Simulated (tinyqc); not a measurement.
Inside a calculation. Model: geometry relaxation of a small cluster. Computed by tinyqc, a small Python program that keeps every step. Command: `OMP_NUM_THREADS=1 python tinyqc.py 3025954 3025955 out.jsonl relax walk`. One thread of a shared host (Intel(R) Xeon(R) Processor @ 2.30GHz), about 0.01 s of CPU time with the checks. Intermediate numbers are printed to about 5 digits and carried at full precision; extremes and crossings named in words are read from the listed rows.

E = sum_(i<j) phi(r_ij), phi(r) = eps [exp(-2 alpha (r - r0)) - 2 exp(-alpha (r - r0))]; the force on i is -sum_j phi'(r_ij) (R_i - R_j)/r_ij.

Inputs (values chosen for the exercise, for model atoms):

| quantity | value | unit |
|---|---|---|
| length r0 | 2.76 | angstrom |
| well depth eps | 0.61 | eV |
| stiffness alpha | 1.9 | 1/angstrom |
| step factor eta | 0.064 | angstrom^2/eV |
| largest number of steps | 500 | - |

Potential: Morse. Method: conjugate gradient.

starting positions (angstrom):
```
            x      y      z
atom 1   0.11  -0.08    0.2
atom 2   2.75   0.09  -0.21
atom 3   2.63   2.98  -0.16
atom 4  -0.19   2.82   0.08
atom 5   1.31   1.51   1.85
atom 6   1.25    1.1   -1.8
```

## Energy and forces at the start

Evaluate E and the forces at the starting positions.

distances (angstrom): 1-2 2.6771, 1-3 3.9804, 1-4 2.9179, 1-5 2.5866, 1-6 2.5869, 2-3 2.8929, 2-4 4.0225, 2-5 2.8868, 2-6 2.4079, 3-4 2.8347, 3-5 2.8184, 3-6 2.8510, 4-5 2.6644, 4-6 2.9268, 5-6 3.6734

energy at the start = -6.7786 eV

forces (eV/angstrom):
```
              x        y        z
atom 1  -1.5084  -0.7739   0.2018
atom 2   2.7894  -1.0544   3.0729
atom 3  -0.6303  -0.8924   0.0114
atom 4   0.3644  -0.5546  -0.6805
atom 5   1.1861   0.3848   0.4017
atom 6  -2.2012   2.8905  -3.0073
```

## The first two steps

Conjugate gradient (Polak-Ribiere): d = F + beta d(old), beta = max(0, F.(F - F(old))/|F(old)|^2), d = F at first; step length from one secant, s = eta (F.d)/(F.d - F(R + eta d).d), replaced by eta if that is not positive; R(new) = R + s d. No atom moves more than 0.3 angstrom a step (the whole step is scaled). Stop when the largest force component is below 1e-5 eV/angstrom.

positions after step 1 (angstrom):
```
              x        y        z
atom 1   0.0281  -0.1220   0.2110
atom 2   2.9014   0.0328  -0.0432
atom 3   2.5958   2.9316  -0.1594
atom 4  -0.1702   2.7899   0.0431
atom 5   1.3744   1.5309   1.8718
atom 6   1.1305   1.2569  -1.9633
```

energy after step 1 = -7.4457 eV

positions after step 2 (angstrom):
```
              x        y        z
atom 1   0.0325  -0.0913   0.1801
atom 2   2.8713   0.0901   0.0223
atom 3   2.5540   2.8418  -0.1771
atom 4  -0.1455   2.7259  -0.0054
atom 5   1.4425   1.5236   1.8720
atom 6   1.1052   1.3300  -1.9318
```

energy after step 2 = -7.6099 eV

## All steps

The formulas are those given above.

Course of the relaxation:

| step | E (eV) | largest force (eV/angstrom) | force calls |
|---|---|---|---|
| 0 | -6.7786 | 3.0729e+00 | 1 |
| 1 | -7.4457 | 1.0483e+00 | 3 |
| 2 | -7.6099 | 6.7917e-01 | 5 |
| 3 | -7.7004 | 2.1786e-01 | 7 |
| 4 | -7.7181 | 1.4161e-01 | 9 |
| 5 | -7.7218 | 5.2858e-02 | 11 |
| 6 | -7.7226 | 1.4357e-02 | 13 |
| 7 | -7.7226 | 7.4709e-03 | 15 |
| 8 | -7.7226 | 2.9725e-03 | 17 |
| 9 | -7.7226 | 1.2253e-03 | 19 |
| 10 | -7.7226 | 2.5219e-04 | 21 |
| 11 | -7.7226 | 9.8246e-05 | 23 |
| 12 | -7.7226 | 4.3769e-05 | 25 |
| 13 | -7.7226 | 1.8366e-05 | 27 |
| 14 | -7.7226 | 4.3488e-06 | 29 |

final positions (angstrom):
```
              x        y        z
atom 1   0.0450  -0.0542   0.1756
atom 2   2.7723   0.1311  -0.0314
atom 3   2.5750   2.8608  -0.1889
atom 4  -0.1523   2.6756   0.0180
atom 5   1.4482   1.5247   1.9230
atom 6   1.1718   1.2820  -1.9364
```

final energy = -7.7226 eV

steps = 14

largest force at the end = 4.3488e-06 eV/angstrom

Converged in 14 steps.

## Curvatures at the end

Hessian at the final positions by central differences of the forces; six eigenvalues vanish (translations and rotations). Steepest descent is stable for eta below 2/lambda_max and contracts the softest mode by 1 - eta lambda_min a step.

non-zero eigenvalues (eV/angstrom^2): 3.994  3.994  4.733  4.733  4.733  9.845  9.845  9.845  14.578  14.578  14.578  18.762

condition number = 4.6973

largest stable eta = 0.10660 angstrom^2/eV

contraction of the softest mode = 0.74438

All are positive, so the end point is a minimum.

## Four methods from the same start

Steepest descent: R(new) = R + eta F. BFGS: R(new) = R + B F with the inverse Hessian B = eta 1 at first; with s = R(new) - R, y = F - F(new), rho = 1/(y.s): B(new) = (1 - rho s y^T) B (1 - rho y s^T) + rho s s^T, skipped if y.s is not positive. FIRE with unit mass: if F.v > 0, v = (1 - a) v + a |v| F/|F|, and after more than 5 such steps in a row dt = min(1.1 dt, 5 dt0), a = 0.99 a; else v = 0, a = 0.1, and dt = dt/2 (not at the first step). Then v = v + dt F, R(new) = R + dt v. dt0 = sqrt(eta), a = 0.1 at first. In this comparison each method may take up to 1500 steps.

Cost:

| method | steps | force calls | final E (eV) | calls to reach 1e-2 |
|---|---|---|---|---|
| steepest descent | 37 | 38 | -7.7226 | 15 |
| conjugate gradient | 14 | 29 | -7.7226 | 15 |
| BFGS | 15 | 16 | -7.7226 | 9 |
| FIRE | 102 | 103 | -7.7226 | 43 |

In force calls the order is BFGS (16), conjugate gradient (29), steepest descent (38), FIRE (103). All that converged end at the same energy. Near the minimum steepest descent multiplies the slowest mode by 0.744 in size a step, 8 steps a decade of force, at a condition number of 4.7. On this problem it beats FIRE in force calls.

Checks made by the program: forces against finite differences of E (relative difference 3e-10).
